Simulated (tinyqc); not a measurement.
Worked calculation: regular and subregular solution with a miscibility gap. Computed by tinyqc, a small Python program that keeps every step. Command: `OMP_NUM_THREADS=1 python tinyqc.py 3010529 3010530 out.jsonl regsol walk`. One thread of a shared host (Intel(R) Xeon(R) Processor @ 2.30GHz), about 0.02 s of CPU time with the checks. Intermediate numbers are printed to about 6 digits and carried at full precision; extremes and crossings named in words are read from the listed rows.

Per mole of mixing sites: G(x) = x (1 - x) [L0 + L1 (1 - 2x)] + R T [x ln x + (1 - x) ln(1 - x)], x the fraction of B.

Inputs (values chosen for the exercise, for a model alloy):
```
quantity                       value      unit
interaction L0                    48    kJ/mol
size misfit eta = d ln a/dx    0.036         -
asymmetry L1                     3.8    kJ/mol
temperature T                   2566         K
overall fraction x0             0.42         -
coherency modulus Y             68.3       GPa
molar volume V_m                19.9  cm^3/mol
gradient coefficient kappa   4.8e-10       J/m
start value s0                  0.02         -
```

Source of L0: given.

Constants: R = 8.314462618 J/(mol K).

## Interaction parameter

L0 and eta are given.

L0 = 48 kJ/mol

eta = 0.036

## G, chemical potentials and activities

G' = L0 (1 - 2x) + L1 (1 - 6x + 6x^2) + R T ln[x/(1 - x)]; G'' = -2 L0 - 6 L1 (1 - 2x) + R T/[x (1 - x)]. mu_A = G - x G', mu_B = G + (1 - x) G', activity = exp(mu/(R T)).

G, G'' and activities at x = 0.02, 0.1, 0.2, 0.35, 0.5, 0.65, 0.8, 0.9, 0.98:
```
x     G (kJ/mol)  G'' (kJ/mol)  activity of A  activity of B
0.02    -1.07935        970.63       0.981086       0.203130
0.10    -2.34202        122.81       0.924751       0.674585
0.20    -2.63124         23.66       0.889162       0.863513
0.35    -2.63387         -9.06       0.886682       0.878650
0.50    -2.78823        -10.66       0.917447       0.839275
0.65    -3.15257          4.62       0.933171       0.826886
0.80    -3.36084         51.02       0.825024       0.861721
0.90    -2.88922        159.29       0.567348       0.916225
0.98    -1.22236       1014.40       0.148279       0.980678
```

G'' is negative at 2 of the nine compositions (0.35, 0.5), where the solution is unstable.

## Critical point

The spinodal is G'' = 0, R T_s(x) = x (1 - x) [2 L0 + 6 L1 (1 - 2x)]; the critical point is its maximum.

critical composition x_c = 0.442944

critical temperature T_c = 2926.16 K

L1 > 0 moves the top of the gap to the A-rich side and raises it by 39.6 K over L0/(2 R). Caution: a real alloy may melt or decompose below this critical temperature.

## Spinodal at T

Solve G'' = 0 on each side of x_c.

spinodal x_s1 = 0.278906

spinodal x_s2 = 0.619799

## First Newton step for the common tangent

Common tangent: F1 = G'(x1) - G'(x2) = 0 and F2 = [G - x G'](x1) - [G - x G'](x2) = 0. Newton step: J = [[G''(x1), -G''(x2)], [-x1 G''(x1), x2 G''(x2)]], J dx = -F; a step that would leave 0 < x < 1 is halved until it stays inside. The start is x1 = s0, x2 = 1 - s0.

F (kJ/mol): F1 -73.9033, F2 40.3136

J (kJ/mol):
```
        1         2
1  970.63  -1014.40
2  -19.41    994.12
```

new (x1, x2): 0.054462  0.940121

## Binodal by Newton steps

Stop when the step is below 1e-12, or when x1 and x2 meet within 1e-5; residuals under 1e-7 are shown as 0.

Iteration:
```
step        x1        x2   F1 (kJ/mol)  F2 (kJ/mol)
1     0.020000  0.980000  -7.39033e+01  4.03136e+01
2     0.054462  0.940121  -3.45121e+01  1.91762e+01
3     0.104740  0.875680  -1.30712e+01  7.41242e+00
4     0.150839  0.808741  -3.86435e+00  2.29060e+00
5     0.174056  0.762397  -7.62157e-01  5.10690e-01
6     0.177242  0.743354  -6.97075e-02  5.63913e-02
7     0.177015  0.740466  -1.38570e-03  1.13007e-03
8     0.177010  0.740405  -5.98635e-07  4.85677e-07
9     0.177010  0.740405             0            0
```

solubility limit x1 = 0.177010

solubility limit x2 = 0.740405

Converged: the gap runs from 0.1770 to 0.7404, outside the spinodal as it must.

## Lever rule at x0

Inside the gap the B-rich phase has the fraction f = (x0 - x1)/(x2 - x1), and the gain is (1 - f) G(x1) + f G(x2) - G(x0); outside it one phase remains.

fraction f of the B-rich phase = 0.431296

free energy of decomposition = -252.611 J/mol

x0 lies inside the chemical spinodal: coherency strain aside, small waves of composition grow without a barrier.

## Fastest-growing wave

Linear Cahn-Hilliard theory, coherency strain left out, with energy density G/V_m + kappa (grad x)^2: the rate goes as -k^2 (G''/V_m + 2 kappa k^2), so k_c^2 = -G''/(2 kappa V_m), the fastest wave has k_m = k_c/sqrt(2) and length 2 pi/k_m.

G''(x0) = -12.0663 kJ/mol

k_c = 0.794738 1/nm

fastest wavelength = 11.1807 nm

## Coherent spinodal

If the lattice stays coherent, G'' gains 2 eta^2 Y V_m (eta = d ln a/dx, Y the biaxial modulus, E/(1 - nu) if isotropic), which is L0 replaced by L0 - eta^2 Y V_m (1 GPa cm^3/mol = 1 kJ/mol); the program reports 0 if the result is below its cutoff 3.5 |L1|.

eta^2 Y V_m = 1.76148 kJ/mol

top of the coherent spinodal = 2821.66 K

Coherency strain lowers the top by 105 K.

## The phase diagram

For this table each start is x_s1/6 and 1 - (1 - x_s2)/6. The dilute estimate of x1 is exp(-(L0 + L1)/(R T)).

Binodal and spinodal:
```
T (K)  binodal x1  spinodal x_s1  spinodal x_s2  binodal x2  dilute estimate of x1
1170   0.00512505      0.0937250       0.857671    0.988460             0.00486894
1463    0.0160445       0.122429       0.817475    0.968593              0.0141443
1756    0.0362994       0.154524       0.774129    0.935383              0.0287851
2048    0.0688363       0.191278       0.726390    0.886221              0.0477372
2341     0.119089       0.235681       0.671182    0.815874              0.0698572
2634     0.199973       0.294720       0.601543    0.711802              0.0939244
2809     0.282751       0.348031       0.541995    0.613830               0.108836
```

The dilute estimate is 0.95 of x1 at the lowest T and 0.38 at the highest: it drops the pull of the other solutes and the impurity of the second phase. Near the top the binodal is 1.71 times as wide as the spinodal; the mean-field limit at T_c is sqrt(3) = 1.73. The gap is lopsided: at the lowest T, A dissolves 0.0051 of B and B dissolves 0.012 of A.

Checks made by the program: binodal against the lower hull of G on 40001 points (relative difference 1e-05).
